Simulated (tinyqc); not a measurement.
# Changing the growth temperature T

Model: precursor delivery by bubblers, mass-transport growth and the solid composition of a III-V alloy. Computed by tinyqc, a small Python program. Command: `OMP_NUM_THREADS=1 python tinyqc.py 3023673 3023674 out.jsonl movpe_thermo sweep`. One thread of a shared host (Intel(R) Xeon(R) Processor @ 2.30GHz), about 0.01 s of CPU time with the checks.

1 sccm = 44.615 micromol/min; 1 torr = 133.322 Pa. The sources decompose fully at the surface.

Inputs (values chosen for the exercise, modelled on triethylgallium (source 1) and trimethylindium (source 2) for the vapour pressures):
```
quantity                                                value      unit
bath temperature T1                                       299         K
bath temperature T2                                       293         K
bubbler pressure p_b                                      760      torr
carrier flow F1                                           190      sccm
carrier flow F2                                            88      sccm
total flow F_t                                            4.7       slm
group-V flow F_V                                           62      sccm
reactor pressure p                                        100      torr
diffusivity at 273 K and 760 torr                        0.32    cm^2/s
flow cross-section A                                       34      cm^2
distance from the leading edge z                           12        cm
lattice constant a                                       5.64  angstrom
interaction L0 of the solid                               9.5    kJ/mol
vapour fraction x_v of D among the group-V sources       0.31         -
exchange energy dG_x of AC + (1/2) D2 -> AD + (1/2) C2   -2.4    kJ/mol
```

Alloy: mixing on the group-V sites.

constants a, b of source 1 (log10 torr, K): 8.061  2162

constants a, b of source 2 (log10 torr, K): 10.49  3014

Constants: k_B = 1.380649e-23 J/K; R = 8.314462618 J/(mol K).

Method:
- log10 p_v = a - b/T_bath; molar flow = F x 44.615 x p_v/(p_b - p_v) for a saturated bubbler.
- p_i = p n_i/(44615 F_t), F_t in slm; p_V = p F_V/(1000 F_t), counted per molecule supplied; V/III = 44.615 F_V/(n1 + n2); vapour fraction of source 2 = n2/(n1 + n2).
- Mean velocity u = (F_t/A)(760/p)(T/273); D = D0 (T/273)^1.75 (760/p); boundary layer delta = sqrt(pi D z/u); flux = D dp/(delta k_B T); growth rate = flux x a^3/4.
- At high V/III the group-V pressures at the surface equal those supplied, as dimers: p_D2/p_C2 = x_v/(1 - x_v). Equilibrium of the solid AC(1-x)D(x), A standing for the mix of both group-III metals: ln[x/(1 - x)] + L0 (1 - 2x)/(R T) = -dG_x/(R T) + (1/2) ln[x_v/(1 - x_v)]. Growth rate = rate per torr x (p_1 + p_2). Sensitivity dx/dx_v = [1/(2 x_v (1 - x_v))]/[1/(x (1 - x)) - 2 L0/(R T)].

One run for each value; columns: (1) growth temperature T (K); (2) solid fraction x; (3) growth rate (micrometre/h); (4) growth rate per torr of group III (micrometre/(h torr)):
```
(1)       (2)     (3)     (4)
800   0.46587  3.6561   90.84
850   0.45429  3.7402   92.93
900   0.44627  3.8212   94.95
950   0.44038  3.8995   96.89
1000  0.43586  3.9752   98.77
1050  0.43229  4.0486  100.60
1100  0.42939  4.1199  102.37
1150  0.42699  4.1891  104.09
```

Over the rows, solid fraction x falls from 0.466 to 0.427 (exponent d ln y / d ln x -0.42 between the first rows and -0.13 between the last); growth rate (micrometre/h) rises from 3.66 to 4.19 (exponent d ln y / d ln x about 0.37 throughout); growth rate per torr of group III (micrometre/(h torr)) rises from 90.8 to 104 (exponent d ln y / d ln x about 0.37 throughout). The rate per torr depends on T only weakly, as T^(1.75 - 1 - 0.375); pyrolysis limits at low T are left out.

Caution (all rows): the boundary layer is a quarter or more of the root of the cross-section, so it fills much of the channel and depletion along the flow matters.

Extremes, crossings and ranges named in words are read from the listed rows.
